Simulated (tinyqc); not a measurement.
CCSD on RHF in the 6-31g basis, for H3+, spin multiplicity 1, step by step. One step of it, computed by the program tinyqc.

Question. CCSD: starting amplitudes. t_ij^ab = <ij||ab> / (e_i + e_j - e_a - e_b), whose energy is MP2.

orbital energies (hartree): MO1 -1.037885, MO2 -0.364153, MO3 0.001479, MO4 0.526945, MO5 0.617020, MO6 0.954150

Two-electron integrals over orbitals (pq|rs), unique and non-zero (hartree):
```
(11|11) 0.605895    (21|21) 0.121195    (22|11) 0.462774    (22|22) 0.452980
(31|11) 0.090813    (31|22) 0.004755    (31|31) 0.055658    (32|21) -0.077223
(32|32) 0.084635    (33|11) 0.384202    (33|22) 0.361930    (33|31) 0.014029
(33|33) 0.340728    (41|11) -0.092404   (41|22) -0.073987   (41|31) -0.011991
(41|33) -0.041701   (41|41) 0.058289    (42|21) -0.060819   (42|32) 0.032016
(42|42) 0.051141    (43|11) 0.005705    (43|22) 0.022102    (43|31) -0.010632
(43|33) 0.004288    (43|41) 0.000451    (43|43) 0.012110    (44|11) 0.471195
(44|22) 0.406678    (44|31) 0.040737    (44|33) 0.330826    (44|41) -0.054611
(44|43) 0.017880    (44|44) 0.420775    (51|21) -0.068730   (51|32) 0.028468
(51|42) 0.051928    (51|51) 0.056929    (52|11) -0.121677   (52|22) -0.107321
(52|31) -0.008945   (52|33) -0.040534   (52|41) 0.057359    (52|43) -0.015762
(52|44) -0.095479   (52|52) 0.086837    (53|21) -0.016072   (53|32) 0.033623
(53|42) -0.008931   (53|51) -0.008994   (53|53) 0.035266    (54|21) 0.108458
(54|32) -0.069402   (54|42) -0.062794   (54|51) -0.068818   (54|53) -0.010038
(54|54) 0.110576    (55|11) 0.433635    (55|22) 0.427999    (55|31) 0.002933
(55|33) 0.339133    (55|41) -0.078205   (55|43) 0.020786    (55|44) 0.394362
(55|52) -0.112419   (55|55) 0.427248    (61|11) -0.077554   (61|22) 0.022805
(61|31) -0.065503   (61|33) -0.022727   (61|41) 0.012851    (61|43) 0.026397
(61|44) -0.010669   (61|52) -0.020306   (61|55) 0.030325    (61|61) 0.109416
(62|21) 0.071643    (62|32) -0.038102   (62|42) -0.049807   (62|51) -0.052834
(62|53) 0.010965    (62|54) 0.072660    (62|62) 0.060514    (63|11) -0.147361
(63|22) -0.073512   (63|31) -0.047566   (63|33) -0.046265   (63|41) 0.044419
(63|43) 0.002958    (63|44) -0.088373   (63|52) 0.050207    (63|55) -0.064727
(63|61) 0.052101    (63|63) 0.075484    (64|11) 0.019222    (64|22) -0.047574
(64|31) 0.043233    (64|33) -0.005719   (64|41) 0.017888    (64|43) -0.018919
(64|44) -0.009152   (64|52) 0.039097    (64|55) -0.058319   (64|61) -0.072595
(64|63) -0.020767   (64|64) 0.066740    (65|21) -0.098251   (65|32) 0.074369
(65|42) 0.061774    (65|51) 0.063052    (65|53) 0.014213    (65|54) -0.101422
(65|62) -0.066782   (65|65) 0.102826    (66|11) 0.590356    (66|22) 0.449809
(66|31) 0.090842    (66|33) 0.388316    (66|41) -0.114244   (66|43) -0.004040
(66|44) 0.457527    (66|52) -0.121663   (66|55) 0.432398    (66|61) -0.102705
(66|63) -0.158504   (66|64) 0.026644    (66|66) 0.626138
```

Give: Starting amplitudes; correlation energy.

Answer.

Starting amplitudes (spin orbitals 1a, 1b, ...; amplitudes related by a flip of all spins are not repeated):
```
from      to        t
1a 1b  2a 2b  -0.0899
1a 1b  2a 5b   0.0295
1a 1b  6a 6b  -0.0275
1a 1b  3a 3b  -0.0268
1a 1b  3a 6b   0.0216
1a 1b  4a 4b  -0.0186
1a 1b  5a 5b  -0.0172
1a 1b  3a 4b   0.0046
1a 1b  4a 6b  -0.0036
```

correlation energy = -0.024552 hartree
